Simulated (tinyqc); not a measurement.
MOS inversion layer, Poisson-Schroedinger loop: effect of the temperature.

Electrons confined at an insulator interface at z = 0, treated as a hard wall; parabolic valleys, Hartree approximation, no image or exchange terms. The depletion charge lies far deeper than the electrons and gives a uniform field q Nd/(eps0 eps_r); the gate balances all charge. Energies are counted from the band edge at the interface.

Schroedinger equation -(C/mz) psi'' + (V0 + U) psi = E psi, C = hbar^2/(2 m0), psi(0) = 0, on a uniform mesh of 800 nodes with a far wall at 84 nm, 8 levels a set; V0 = q Nd z/(eps0 eps_r); dU/dz = q (Ns - integral of n from 0 to z)/(eps0 eps_r), U(0) = 0; N_k = g md m0 q Vt/(pi hbar^2) ln(1 + exp((EF - E_k)/Vt)), g the number of valleys of the set, sum N_k = Ns. Triangular well: E_k = a_k (C F^2/mz)^(1/3), a_1 = 2.338107, a_2 = 4.087949, C = hbar^2/(2 m0), F in eV/nm. Fang-Howard (all electrons in the lowest level of set A): b^3 = 6 (mz1/C) q (Nd + 11 Ns/32)/(eps0 eps_r), centroid 3/b, level C b^2/(4 mz1) + (3/b) q (Nd + 11 Ns/16)/(eps0 eps_r). The centroid adds 3.9 z_av/eps_r to an oxide-equivalent thickness. Shares under 0.0001 % are printed as 0.

Inputs (values chosen for the exercise); masses and permittivity close to those of 4H silicon carbide (0001): relative permittivity eps_r = 9.63; mass along z of valley set A (3 valley(s)) mz1 = 0.328 m0; in-plane density-of-states mass of set A md1 = 0.421 m0; sheet density of electrons Ns = 1.3e12 cm^-2; sheet density of depletion charge Nd = 1.2e11 cm^-2.

Constants: q = 1.602176634e-19 C, kB = 1.380649e-23 J/K, hbar = 1.054571817e-34 J s, m0 = 9.1093837015e-31 kg, Vt = kB T/q, eps0 = 8.8541878128e-14 F/cm where lengths are in cm, hbar^2/(2 m0) = 0.0380998212 eV nm^2. Results are converted to the units shown.

The same in every row: Fang-Howard centroid (nm) = 3.66.

Effect of the temperature:
```
T (K),A1 (meV),A2 (meV),EF (meV),share of A1 (%),share of A2 (%),centroid z_av (nm),added oxide equivalent (nm)
20,87.7,113,89.7,100,0,3.45,1.40
50,87.8,113,86.6,99.6,0.354,3.47,1.40
77,87.9,115,82.4,97.6,2.10,3.56,1.44
120,88.4,118,73.8,92.2,5.85,3.84,1.56
200,89.3,124,53.3,81.4,11.3,4.51,1.83
300,90.4,130,21.3,70.2,15.3,5.31,2.15
400,91.3,135,-15.7,61.4,17.5,5.99,2.42
500,92.0,139,-56.7,54.6,18.7,6.54,2.65
```

What does the comparison show?

As T goes from 20 to 500, A1 rises from 87.7 to 92.0 meV, the share of A1 falls from 100 to 54.6 % and the centroid rises from 3.45 to 6.54 nm. The Fang-Howard centroid is 6.1 % above the full one in the first row, where A1 holds 100 %, and 44 % below it in the last, where A1 holds 54.6 %. For T = 300, 400, 500 the eighth level of a set still holds over 0.4 % of the electrons, so more levels and a farther wall would raise the centroid.

Numbers from tinyqc (`OMP_NUM_THREADS=1 python tinyqc.py 2160059 2160060 out.jsonl`; about 0.5 s on one thread of a shared Intel Xeon 2.30GHz).
